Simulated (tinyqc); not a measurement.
Inside a calculation: donors with valley-orbit split 1s states. Values are carried at full precision from step to step, so a last printed digit may differ when a step is redone from the rounded ones.

Each donor binds at most one electron, in any of its states. For a site s, W_s = sum over its states of g exp(E/kT), and the ionised share is 1/(1 + W_s exp(eta)), eta = (EF - Ec)/kT; n = Nc F_1/2(eta); neutrality n + NA = ND x (mean ionised share); holes are neglected. Nc from N = 2 (m kB T/(4 pi c))^(3/2) with c = hbar^2/2m0, in 1/angstrom^3; times 1e24 for 1/cm^3, m = md. F_j(eta) = (1/Gamma(j + 1)) integral_0^infinity x^j dx/(1 + exp(x - eta)), which tends to exp(eta) for eta << 0.

Constants: hbar^2/2m0 = 3.80998211 eV angstrom^2; kB = 8.617333262e-05 eV/K.

Inputs chosen for the exercise (near those of P in Si; not measured data):
- md = 1.082 m0 (density-of-states mass of the conduction band)
- E = (45.7, 33.9, 32.4) meV (binding energies of 1s(A1), 1s(T2), 1s(E))
- g = (2, 6, 4) (their degeneracies with spin)
- T = 300 K
- ND = 7.5e+15 1/cm^3 (donors)
- NA = 2.2e+15 1/cm^3 (compensating acceptors, all ionised)
- mu0 = 71 cm^2/(V s) (mobility at heavy doping)
- mu1 = 1348 cm^2/(V s) (mobility at light doping and 300 K)
- Nr = 8.8e+16 1/cm^3 (reference doping)
- de = 0.72 (doping exponent)
- ga = 2.3 (temperature exponent)

## Partition sums of the neutral donor

Give each term g exp(E/kT), W_s, and the effective degeneracy W_s exp(-E_ground/kT).

Nc = 2.8243e+19 1/cm^3

terms: 1s(A1) 11.72, 1s(T2) 22.27, 1s(E) 14.01

W_s: donor 47.989

effective degeneracy: donor 8.192

The ground state alone would give 2 and all states together 12; here the excited states hold 76 % of the bound electrons.

## Neutrality

Solve for eta.

eta = -8.593
n = 5.23e+15 1/cm^3

ionised share: donor 0.991

n is 0.988 of ND - NA.

## Mobility and resistivity

Mobility (Caughey-Thomas form): mu = mu0 + (mu1 (T/300)^(-ga) - mu0)/(1 + ((ND + NA)/Nr)^de); rho = 1/(e n mu), e = 1.602176634e-19 C.

Compare with full ionisation, n = ND - NA.

mu = 1131.3 cm^2/(V s)
rho = 1.05 ohm cm
rho at full ionisation = 1.04 ohm cm

Incomplete ionisation raises rho by a factor 1.01.

## Checks

- n at ND = 1e13 1/cm^3 against the root of n^2 = (Nc/W)(ND - n) (1/cm^3): both 1.000e+13.

Run: tinyqc, `OMP_NUM_THREADS=1 python tinyqc.py 1652645 1652646 out.jsonl`; Intel(R) Xeon(R) Processor @ 2.30GHz, one thread, shared host; about 0.01 s of CPU time with all checks.
